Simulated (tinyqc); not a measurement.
Inputs raised by 5 %, one at a time: surface photovoltage measurement of the minority-carrier diffusion length in a wafer. Computed by tinyqc, a small Python program. Command: `OMP_NUM_THREADS=1 python tinyqc.py 3130344 3130345 out.jsonl spv sens`. One thread of a shared host (Intel(R) Xeon(R) Processor @ 2.30GHz), about 0.02 s of CPU time with the checks.

Low injection, steady light, a depletion layer much thinner than 1/alpha and L. The excess density dn is taken at the front edge of the neutral region; light that reaches the back is lost.

Inputs (values chosen for the exercise, modelled on p-type silicon at room temperature): diffusion length L = 47 micrometre; wafer thickness W = 300 micrometre; diffusivity D = 25.4 cm^2/s; front recombination velocity S_f = 1100 cm/s; back recombination velocity S_b = 4000 cm/s; photon flux entering = 1.4e+11 1/(cm^2 s); minority density at the surface barrier scale n_0 = 3e+08 1/cm^3; temperature T = 298 K; wavelength = 920 nm; relative noise of each reading = 0.5 %; diffusion length after pair splitting over L = 0.76; iron factor C = 1.06e+16 micrometre^2/cm^3.

normal deviates g for the noise: [0.19, -0.10, 0.67, -0.04, -0.44, 1.08, 1.18]

Constants: k_B = 8.617333262e-05 eV/K.

Method:
- alpha = (84.732/lambda - 76.417)^2 per cm with lambda in micrometre (an empirical fit for silicon between 0.7 and 1.05 micrometre).
- Thick wafer: dn = Phi L/((S_f + D/L)(L + 1/alpha)). Finite wafer, with s = S_b L/D, w = W/L, a = alpha L: dn = [Phi a/(a^2 - 1)] [a - B - exp(-alpha W)(a - s)/(cosh w + s sinh w)]/(S_f + B D/L), B = (sinh w + s cosh w)/(cosh w + s sinh w).
- Photovoltage V = (k_B T/e) ln(1 + dn/n_0). Lifetime = L^2/D.
- Readings y = (Phi/dn) (1 + noise x g) at 780, 830, 880, 920, 950, 975 and 995 nm; a least-squares line y = c (1/alpha + L_app) gives L_app = intercept/slope.
- Splitting iron-boron pairs in boron-doped silicon shortens L; with nothing else changing, [Fe] = C (1/L_after^2 - 1/L^2). It is evaluated with the true lengths and with the apparent ones (without noise), which differ when the wafer is not thick against L.

Runs; columns: (1) input moved; (2) from; (3) to; (4) dn, finite wafer (1/cm^3); (5) apparent length L_app (micrometre); (6) photovoltage V (mV); (7) [Fe] from the apparent lengths (1/cm^3):
```
(1)                                          (2)       (3)        (4)    (5)    (6)        (7)
base run                                       -         -  1.154e+07  46.40  0.969  3.507e+12
diffusion length L (micrometre)               47     49.35  1.229e+07  48.72  1.031  3.180e+12
wafer thickness W (micrometre)               300       315  1.154e+07  46.41  0.969  3.508e+12
diffusivity D (cm^2/s)                      25.4     26.67  1.108e+07  46.40  0.931  3.507e+12
front recombination velocity S_f (cm/s)     1100      1155  1.144e+07  46.40  0.961  3.507e+12
back recombination velocity S_b (cm/s)      4000      4200  1.154e+07  46.40  0.969  3.507e+12
photon flux entering (1/(cm^2 s))        1.4e+11  1.47e+11  1.212e+07  46.40  1.017  3.507e+12
wavelength (nm)                              920       966  8.070e+06  46.40  0.682  3.507e+12
```

Exponents ln(y'/y) / ln(x'/x):
```
input                             dn, finite wafer  apparent length L_app  photovoltage V  [Fe] from the apparent lengths
diffusion length L                           1.285                  0.999           1.261                          -2.005
wafer thickness W                            0.000                  0.002           0.000                           0.004
diffusivity D                               -0.834                  0.000          -0.819                           0.001
front recombination velocity S_f            -0.173                  0.000          -0.169                           0.000
back recombination velocity S_b              0.000                  0.000           0.000                          -0.001
photon flux entering                         1.000                  0.000           0.981                           0.000
wavelength                                  -7.332                  0.000          -7.216                           0.000
```

Which inputs matter most for each result?

Among the inputs moved here: dn, finite wafer answers most in size to wavelength (exponent -7.332), next to diffusion length L (+1.285); its exponent is below 0.0005 for wafer thickness W, back recombination velocity S_b. Apparent length L_app answers most in size to diffusion length L (exponent +0.999); its exponent is below 0.0005 for diffusivity D, front recombination velocity S_f, back recombination velocity S_b, photon flux entering, wavelength. Its exponent 0.000 in front recombination velocity S_f: S_f scales all readings alike. Photovoltage V answers most in size to wavelength (exponent -7.216), next to diffusion length L (+1.261); its exponent is below 0.0005 for wafer thickness W, back recombination velocity S_b. Its exponent +0.981 in photon flux entering: the linear range. [Fe] from the apparent lengths answers most in size to diffusion length L (exponent -2.005); its exponent is below 0.0005 for front recombination velocity S_f, photon flux entering, wavelength.
